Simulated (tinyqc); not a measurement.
What moves the results: Shockley-Read-Hall recombination through one deep level. A value that a table varies takes the place of the one given here.

One level at Et with degeneracy 1: tn = 1/(sn vth Nt), tp = 1/(sp_ vth Nt), n1 = Nc exp((Et - Eg)/kT), p1 = Nv exp(-Et/kT), ni^2 = n1 p1. Equilibrium n0 = Nm, p0 = ni^2/Nm; n = n0 + dn, p = p0 + dn. U = (n p - ni^2)/(tp (n + n1) + tn (p + p1)), lifetime dn/U; emission rates en = sn vth n1, ep = sp_ vth p1.

Constants: kB = 8.617333262e-05 eV/K.

Parameters, chosen for this exercise (gap and densities of states near those of Si at this temperature; not measured data): E1 = 0.508 eV (level (+1/0) above Ev); E2 = 0.751 eV (level (0/-1) above Ev); gm = 2 (degeneracy of the middle state, the others 1); T = 400 K; Eg = 1.097 eV (gap); Nc = 4.19e+19 1/cm^3 (conduction-band density of states); Nv = 1.77e+19 1/cm^3 (valence-band density of states); Nd = 1.3e+14 1/cm^3 (ionised shallow donors minus acceptors); Et = 0.751 eV (recombination level above Ev); Nt = 5.2e+14 1/cm^3 (defects); sn = 6.1e-16 cm^2 (electron capture cross-section); sp_ = 8.2e-15 cm^2 (hole capture cross-section); vth = 21000000 cm/s (thermal velocity, both carriers); Nm = 5.2e+15 1/cm^3 (equilibrium electrons for the lifetime steps); dn = 4.7e+13 1/cm^3 (excess pairs).

## Charge state against the Fermi level (deep level with several charge states)

Energies from Ev. The defect has charge states +1, 0, -1 with weights 1, gm exp((EF - E1)/kT), exp((2 EF - E1 - E2)/kT); the shares are the weights over their sum. Boltzmann carriers: n = Nc exp((EF - Eg)/kT), p = Nv exp(-EF/kT). Neutrality: p - n + Nd + Nt <q> = 0.

Shares:
```
EF (eV),+1,0,-1,<q>
0.066,1.000,0.000,0.000,1.000
0.154,1.000,0.000,0.000,1.000
0.241,0.999,0.001,0.000,0.999
0.329,0.989,0.011,0.000,0.989
0.417,0.875,0.125,0.000,0.875
0.505,0.353,0.647,0.000,0.353
0.592,0.042,0.954,0.005,0.037
0.680,0.003,0.937,0.060,-0.057
0.768,0.000,0.550,0.450,-0.450
0.856,0.000,0.087,0.913,-0.913
0.943,0.000,0.008,0.992,-0.992
1.031,0.000,0.001,0.999,-0.999
```

Where the levels are several kT apart the middle state rules between about E1 - kT ln gm = 0.484 and E2 + kT ln gm = 0.775 eV; its largest share listed is 0.954. Each step spreads from 10 % to 90 % over 4.4 kT = 0.151 eV.

## Defects against doping (deep level with several charge states)

Nt takes the listed multiples of |Nd|; the resistivity uses mobilities of 1000 (electrons) and 300 (holes) cm^2/(V s), chosen for the exercise, and e = 1.602176634e-19 C.

Neutral state:
```
Nt/|Nd|,EF (eV),n (1/cm^3),p (1/cm^3),rho (ohm cm)
0.01,0.6598,1.30e+14,8.60e+10,48.0
0.10,0.6597,1.30e+14,8.62e+10,48.1
0.30,0.6595,1.29e+14,8.67e+10,48.4
0.60,0.6593,1.28e+14,8.74e+10,48.8
0.90,0.6590,1.27e+14,8.81e+10,49.2
1.10,0.6588,1.26e+14,8.86e+10,49.4
1.50,0.6584,1.25e+14,8.95e+10,50.0
3.00,0.6571,1.20e+14,9.30e+10,51.9
10.00,0.6521,1.04e+14,1.07e+11,60.0
```

EF moves by less than 10 meV: the defects hold little charge at this EF (mean -0.02 in the last row, where rho has changed by +25 %).

## Lifetime against injection

Recombination:
```
dn (1/cm^3),lifetime (microsecond),U (1/(cm^3 s))
1.0e+11,0.01510,6.62e+18
1.0e+12,0.01513,6.61e+19
1.0e+13,0.01538,6.50e+20
1.0e+14,0.01786,5.60e+21
1.0e+15,0.03868,2.59e+22
1.0e+16,0.1113,8.99e+22
1.0e+17,0.1541,6.49e+23
1.0e+18,0.1605,6.23e+24
```

The lifetime rises from 0.0151 to 0.1605 microsecond; tn + tp = 0.1613. At low injection it is tp (1 + n1/n0) + tn p1/n0 with n1/Nm = 0.35 and p1/Nm = 1.2e-06: re-emission lengthens it to 1.35 times the minority capture time. Auger and radiative paths are left out; they cut in at the highest injections, and in a doped direct-gap crystal the radiative one counts at all injections. dn = dp neglects trapped charge, which matters where the traps hold a charge comparable with dn, at low injection and with very unequal cross sections.

## Where a level does most harm

Et takes the values listed; G = Nt en ep/(en + ep) in a depleted region; the lifetime is for dn = 1e11 1/cm^3.

Results:
```
Et (eV),lifetime (microsecond),G (1/(cm^3 s))
0.066,75.3,2.86e+13
0.154,5.87,3.67e+14
0.241,0.481,4.58e+15
0.329,0.0477,5.88e+16
0.417,0.0140,7.55e+17
0.505,0.0114,9.57e+18
0.592,0.0112,3.79e+19
0.680,0.0117,4.28e+18
0.768,0.0176,3.34e+17
0.856,0.0939,2.60e+16
0.943,1.04,2.08e+15
1.031,13.3,1.62e+14
```

Generation peaks where en = ep, at Eg/2 + (kT/2) ln(sp_ Nv/(sn Nc)) = 0.578 eV; the largest value listed is at 0.592 eV, and G falls by a decade for each 0.079 eV away from the peak. The lifetime is within a factor 2 of its minimum, 0.0112 microsecond, from 0.417 to 0.768 eV: recombination tolerates a wide range of Et, generation a narrow one.

## What moves lifetime and leakage

G = Nt en ep/(en + ep). Each row changes one parameter from the base and keeps the others.

Results:
```
case,lifetime (microsecond),G (1/(cm^3 s))
base,0.01641,5.47e+17
Et = 0.791 eV,0.02495,1.71e+17
sn = 1.22e-15 cm^2,0.01574,5.47e+17
sp_ = 1.64e-14 cm^2,0.008878,1.09e+18
Nt = 2.6e+14 1/cm^3,0.03282,2.73e+17
Nm = 1.56e+16 1/cm^3,0.01293,5.47e+17
dn = 1.41e+14 1/cm^3,0.01896,5.47e+17
```

The largest shifts from the base row, up to three for each result and ties (the steps differ in size, so this ranks the rows, not the parameters). lifetime (microsecond): Nt +0.0164, Et +0.00854, sp_ -0.00753. G (1/(cm^3 s)): sp_ +5.47e+17, Et -3.75e+17, Nt -2.73e+17; unchanged at the printed digits by sn, Nm and dn.

Program tinyqc; command `OMP_NUM_THREADS=1 python tinyqc.py 1681610 1681611 out.jsonl`; about 0.01 s on one thread of a shared Intel(R) Xeon(R) Processor @ 2.30GHz.
